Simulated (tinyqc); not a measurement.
Inside a calculation. Method: sp3 tight binding, zinc-blende lattice. Computed by tinyqc, a small Python program that keeps every step. Command: `OMP_NUM_THREADS=1 python tinyqc.py 28766 28767 out.jsonl` (the two numbers bound the seeds that draw the settings). One thread of a shared host (Intel(R) Xeon(R) Processor @ 2.60GHz), about 0.01 s of CPU time with the checks.

## Bloch Hamiltonian at k

Parameters chosen for this model: zinc-blende lattice, anion at 0, cation at a/4 (1,1,1); V = eta hbar^2 / (m d^2), hbar^2/m = 7.619964 eV angstrom^2:
```
parameter          value      unit
a               5.380000  angstrom
d               2.329608  angstrom
Es anion      -15.900000        eV
Ep anion       -7.400000        eV
Es cation     -15.900000        eV
Ep cation      -7.400000        eV
eta ss         -1.390000
eta sp          1.770000
eta pp sigma    2.490000
eta pp pi      -0.850000
V ss           -1.951650        eV
V sp            2.485194        eV
V pp sigma      3.496121        eV
V pp pi        -1.193455        eV
```

k point k (2 pi / a): 0.110000  0.610000  -0.510000

Slater-Koster rules over the four bonds with direction cosines (l, m, n): ss V_ss; s-px l V_sp; px-s -l V_sp; px-px l^2 V_pps + (1 - l^2) V_ppp; px-py l m (V_pps - V_ppp); each times exp(i k.d).

H(k) at k (eV), lower triangle (Hermitian):
```
                      a s                 a px                 a py                a pz
a s            -15.900000
a px             0.000000            -7.400000
a py             0.000000             0.000000            -7.400000
a pz             0.000000             0.000000             0.000000           -7.400000
c s   -3.077322+0.788578i  -3.321833+0.394853i  -0.407457+3.219080i  0.561819-2.334623i
c px   3.321833-0.394853i   0.582994-0.149395i  -0.612082+2.543486i  0.443909-3.507069i
c py   0.407457-3.219080i  -0.612082+2.543486i   0.582994-0.149395i  3.619015-0.430178i
c pz  -0.561819+2.334623i   0.443909-3.507069i   3.619015-0.430178i  0.582994-0.149395i

             c s       c px       c py       c pz
c s   -15.900000
c px    0.000000  -7.400000
c py    0.000000   0.000000  -7.400000
c pz    0.000000   0.000000   0.000000  -7.400000
```

## Levels at k

Diagonalise the Hermitian matrix.

eigenvalues (eV): -20.847316  -16.901778  -13.381939  -11.777419  -6.207202  -3.412465  -2.833033  -0.838849

weights |c|^2 of the basis functions:
```
        band 1    band 2    band 3    band 4    band 5    band 6    band 7    band 8
a s   0.446023  0.298659  0.020017  0.001573  0.181023  0.028592  0.012993  0.011119
a px  0.011266  0.098236  0.220442  0.010877  0.229661  0.137500  0.143918  0.148099
a py  0.026918  0.057532  0.116062  0.215526  0.074892  0.320278  0.029477  0.159314
a pz  0.015793  0.045572  0.143479  0.272023  0.014424  0.013630  0.313611  0.181467
c s   0.446023  0.298659  0.020017  0.001573  0.181023  0.028592  0.012993  0.011119
c px  0.011266  0.098236  0.220442  0.010877  0.229661  0.137500  0.143918  0.148099
c py  0.026918  0.057532  0.116062  0.215526  0.074892  0.320278  0.029477  0.159314
c pz  0.015793  0.045572  0.143479  0.272023  0.014424  0.013630  0.313611  0.181467
```

## Bloch Hamiltonian at L

k point L (2 pi / a): 0.500000  0.500000  0.500000

As before.

H(k) at L (eV), lower triangle (Hermitian):
```
                      a s                 a px                 a py                 a pz
a s            -15.900000
a px             0.000000            -7.400000
a py             0.000000             0.000000            -7.400000
a pz             0.000000             0.000000             0.000000            -7.400000
c s   -2.760050-2.760050i   2.029153+2.029153i   2.029153+2.029153i   2.029153+2.029153i
c px  -2.029153-2.029153i   0.522887+0.522887i  -2.210687-2.210687i  -2.210687-2.210687i
c py  -2.029153-2.029153i  -2.210687-2.210687i   0.522887+0.522887i  -2.210687-2.210687i
c pz  -2.029153-2.029153i  -2.210687-2.210687i  -2.210687-2.210687i   0.522887+0.522887i

             c s       c px       c py       c pz
c s   -15.900000
c px    0.000000  -7.400000
c py    0.000000   0.000000  -7.400000
c pz    0.000000   0.000000   0.000000  -7.400000
```

## Levels at L

As before.

eigenvalues (eV): -21.089799  -17.446470  -11.265858  -11.265858  -7.463524  -3.534142  -3.534142  -0.600207

## Bands along a path

The same steps at evenly spaced points between the labelled ones.

Bands along the path (eV):
```
k             band 1      band 2      band 3      band 4     band 5     band 6     band 7     band 8
L         -21.089799  -17.446470  -11.265858  -11.265858  -7.463524  -3.534142  -3.534142  -0.600207
L-G 0.20  -21.570128  -16.659753  -11.104945  -11.104945  -7.447083  -3.695055  -3.695055  -0.923036
L-G 0.40  -22.405967  -14.926632  -10.646109  -10.646109  -7.408505  -4.153891  -4.153891  -1.858896
L-G 0.60  -23.110009  -12.804271   -9.968058   -9.968058  -7.384502  -4.831942  -4.831942  -3.301217
L-G 0.80  -23.555373  -10.564061   -9.245407   -9.245407  -7.496835  -5.554593  -5.554593  -4.983731
G         -23.706599   -8.878948   -8.878948   -8.878948  -8.093401  -5.921052  -5.921052  -5.921052
G-X 0.20  -23.504148  -10.422276   -9.789950   -9.789950  -6.859770  -5.813806  -5.010050  -5.010050
G-X 0.40  -22.897381  -12.499859  -11.265141  -11.265141  -5.680963  -5.521796  -3.534859  -3.534859
G-X 0.60  -21.892078  -14.676339  -12.532746  -12.532746  -5.127222  -4.904361  -2.267254  -2.267254
G-X 0.80  -20.508665  -16.813998  -13.364271  -13.364271  -4.746686  -4.530650  -1.435729  -1.435729
X         -18.791581  -18.791581  -13.652768  -13.652768  -4.508419  -4.508419  -1.147232  -1.147232
X-W 0.20  -18.791581  -18.791581  -13.652768  -13.652768  -4.508419  -4.508419  -1.147232  -1.147232
X-W 0.40  -18.791581  -18.791581  -13.652768  -13.652768  -4.508419  -4.508419  -1.147232  -1.147232
X-W 0.60  -18.791581  -18.791581  -13.652768  -13.652768  -4.508419  -4.508419  -1.147232  -1.147232
X-W 0.80  -18.791581  -18.791581  -13.652768  -13.652768  -4.508419  -4.508419  -1.147232  -1.147232
W         -18.791581  -18.791581  -13.652768  -13.652768  -4.508419  -4.508419  -1.147232  -1.147232
```

With 4 band(s) filled, the highest filled level on these points lies at G and the lowest empty one at G: a gap of 0.7855 eV, direct.
